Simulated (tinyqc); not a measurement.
Inside a calculation. Method: plane-wave Kohn-Sham cycle with exchange-only LDA in a layered model solid. Computed by tinyqc, a small Python program that keeps every step. Settings: points = 16, plane-wave index or count = 2, electrons = 4, k points = 1, area = 11.0, mixing = 0.5, iteration cap = 50, Kerker q0 = 0.74. Command: `OMP_NUM_THREADS=1 python tinyqc.py 26140 26141 out.jsonl` (the two numbers bound the seeds that draw the settings). One thread of a shared host (Intel(R) Xeon(R) Processor @ 2.60GHz), about 0.01 s of CPU time with the checks. Later iterations appear only in the table of the cycle.

## Iteration 1: potential

A solid whose potential varies along x alone (atomic units):
```
parameter                      value
period a                   11.900000
cross-section of the cell  11.000000
electrons per cell                 4
grid points                       16
plane waves -n..n, n               2
k points                           1
V1 in V1 cos(2 pi x/a)     -0.470000
```

density at the start, on the grid x_j = j a/N (e/bohr^3): [0.03055768, 0.03055768, 0.03055768, 0.03055768, 0.03055768, 0.03055768, 0.03055768, 0.03055768, 0.03055768, 0.03055768, 0.03055768, 0.03055768, 0.03055768, 0.03055768, 0.03055768, 0.03055768]

V_H(G) = 4 pi rho(G)/G^2 for G != 0 (uniform background); v_x = -(3 rho/pi)^(1/3); V = V_ext + V_H + v_x; Fourier components f(G_m) = (1/N) sum_j f(x_j) exp(-i G_m x_j).

Potentials on the grid (hartree):
```
x              V_ext       V_H        v_x          V
0.000000   -0.470000  0.000000  -0.307868  -0.777868
0.743750   -0.434223  0.000000  -0.307868  -0.742091
1.487500   -0.332340  0.000000  -0.307868  -0.640208
2.231250   -0.179861  0.000000  -0.307868  -0.487729
2.975000           0  0.000000  -0.307868  -0.307868
3.718750    0.179861  0.000000  -0.307868  -0.128006
4.462500    0.332340  0.000000  -0.307868   0.024473
5.206250    0.434223  0.000000  -0.307868   0.126356
5.950000    0.470000  0.000000  -0.307868   0.162132
6.693750    0.434223  0.000000  -0.307868   0.126356
7.437500    0.332340  0.000000  -0.307868   0.024473
8.181250    0.179861  0.000000  -0.307868  -0.128006
8.925000           0  0.000000  -0.307868  -0.307868
9.668750   -0.179861  0.000000  -0.307868  -0.487729
10.412500  -0.332340  0.000000  -0.307868  -0.640208
11.156250  -0.434223  0.000000  -0.307868  -0.742091
```

V(G_m), m = 0, 1, 2, ... (hartree): [-0.307868, -0.235000, 0.000000, 0.000000, 0.000000]

## Iteration 1: Hamiltonian at one k

k = 0.000000 2 pi / a

H(m,m') = (k + G_m)^2/2 delta + V(G_m - G_m'), with V(-G) = V(G).

H (hartree), order -2, -1, +0, +1, +2:
```
[[0.249698, -0.235000, 0.000000, 0.000000, 0.000000],
 [-0.235000, -0.168476, -0.235000, 0.000000, 0.000000],
 [0.000000, -0.235000, -0.307868, -0.235000, 0.000000],
 [0.000000, 0.000000, -0.235000, -0.168476, -0.235000],
 [0.000000, 0.000000, 0.000000, -0.235000, 0.249698]]
```

## Iteration 1: levels at that k

Diagonalise the Hermitian matrix.

eigenvalues (hartree): [-0.604918, -0.273940, -0.010106, 0.355162, 0.388378]

## Iteration 1: new density

Motion across x is left out: the lowest 2 band(s) hold two electrons at each of the k points (j + 1/2)/nk - 1/2. Residual R = rho(out) - rho(in); rho(new) = rho(in) + 0.5 R, with R(G) scaled by G^2/(G^2 + 0.74^2) (Kerker). rho(out) = 2/(a A nk) sum |psi|^2 with psi = sum c exp(i G x). Harris energy E = band energy - dV sum rho (V_H/2 + v_x) + (3/4) dV sum rho v_x with rho(in), dV = a A/N, band energy = (2/nk) sum of the filled levels.

rho(out) (e/bohr^3): [0.05604810, 0.06033460, 0.06345537, 0.05177900, 0.02893266, 0.00995857, 0.00178995, 0.00015854, 0.00005735, 0.00015854, 0.00178995, 0.00995857, 0.02893266, 0.05177900, 0.06345537, 0.06033460]

density after iteration 1 (e/bohr^3): [0.03232603, 0.03480650, 0.03801211, 0.03593213, 0.02978562, 0.02539187, 0.02494244, 0.02610021, 0.02665506, 0.02610021, 0.02494244, 0.02539187, 0.02978562, 0.03593213, 0.03801211, 0.03480650]

energy per cell = -1.44984917 hartree

## Iteration 2: potential

As before.

Potentials on the grid (hartree):
```
x              V_ext        V_H        v_x          V
0.000000   -0.470000   0.251898  -0.313695  -0.531797
0.743750   -0.434223   0.244159  -0.321522  -0.511586
1.487500   -0.332340   0.206404  -0.331104  -0.457040
2.231250   -0.179861   0.120161  -0.324951  -0.384651
2.975000           0  -0.000928  -0.305253  -0.306181
3.718750    0.179861  -0.117810  -0.289438  -0.227386
4.462500    0.332340  -0.201223  -0.287720  -0.156603
5.206250    0.434223  -0.246511  -0.292105  -0.104392
5.950000    0.470000  -0.260405  -0.294160  -0.084565
6.693750    0.434223  -0.246511  -0.292105  -0.104392
7.437500    0.332340  -0.201223  -0.287720  -0.156603
8.181250    0.179861  -0.117810  -0.289438  -0.227386
8.925000           0  -0.000928  -0.305253  -0.306181
9.668750   -0.179861   0.120161  -0.324951  -0.384651
10.412500  -0.332340   0.206404  -0.331104  -0.457040
11.156250  -0.434223   0.244159  -0.321522  -0.511586
```

V(G_m), m = 0, 1, 2, ... (hartree): [-0.307002, -0.109055, -0.000598, -0.002713, -0.000090]

## Iteration 2: Hamiltonian at one k

k = 0.000000 2 pi / a

As before.

H (hartree), order -2, -1, +0, +1, +2:
```
[[0.250563, -0.109055, -0.000598, -0.002713, -0.000090],
 [-0.109055, -0.167611, -0.109055, -0.000598, -0.002713],
 [-0.000598, -0.109055, -0.307002, -0.109055, -0.000598],
 [-0.002713, -0.000598, -0.109055, -0.167611, -0.109055],
 [-0.000090, -0.002713, -0.000598, -0.109055, 0.250563]]
```

## Iteration 2: levels at that k

As before.

eigenvalues (hartree): [-0.412637, -0.192529, -0.093022, 0.276169, 0.280921]

## Iteration 2: new density

As before.

rho(out) (e/bohr^3): [0.04689488, 0.05049978, 0.05516513, 0.05075941, 0.03608431, 0.01914983, 0.00733339, 0.00182170, 0.00040088, 0.00182170, 0.00733339, 0.01914983, 0.03608431, 0.05075941, 0.05516513, 0.05049978]

density after iteration 2 (e/bohr^3): [0.03333090, 0.03654536, 0.04119867, 0.03961409, 0.03192284, 0.02458881, 0.02155280, 0.02148245, 0.02178189, 0.02148245, 0.02155280, 0.02458881, 0.03192284, 0.03961409, 0.04119867, 0.03654536]

energy per cell = -0.95628782 hartree

## Convergence

Stop when sqrt(dV sum R^2) is below 1e-8, dV = a A/N.

Course of the cycle:
```
iteration  E (hartree)  norm of the residual
1          -1.44984917              2.97e-01
2          -0.95628782              1.89e-01
3          -0.80104469              1.66e-01
4          -0.86088297              1.60e-01
5          -0.80645739              1.62e-01
6          -0.85595344              1.61e-01
7          -0.80620426              1.61e-01
8          -0.85614526              1.61e-01
9          -0.80630070              1.61e-01
10         -0.85610324              1.61e-01
11         -0.80632788              1.61e-01
...                ...                   ...
40         -0.85608521              1.61e-01
41         -0.80634630              1.61e-01
42         -0.85608521              1.61e-01
43         -0.80634630              1.61e-01
44         -0.85608521              1.61e-01
45         -0.80634630              1.61e-01
46         -0.85608521              1.61e-01
47         -0.80634630              1.61e-01
48         -0.85608521              1.61e-01
49         -0.80634630              1.61e-01
50         -0.85608521              1.61e-01
```

Not converged within 50 iterations: the residual has stopped falling: the iteration swings between two states. Reruns (cap 100 unless said): mixing 0.1: not converged; mixing 0.5, Kerker q0 1.0: not converged; mixing 0.3, Pulay depth 5: not converged; the original settings with a cap of 400: not converged.
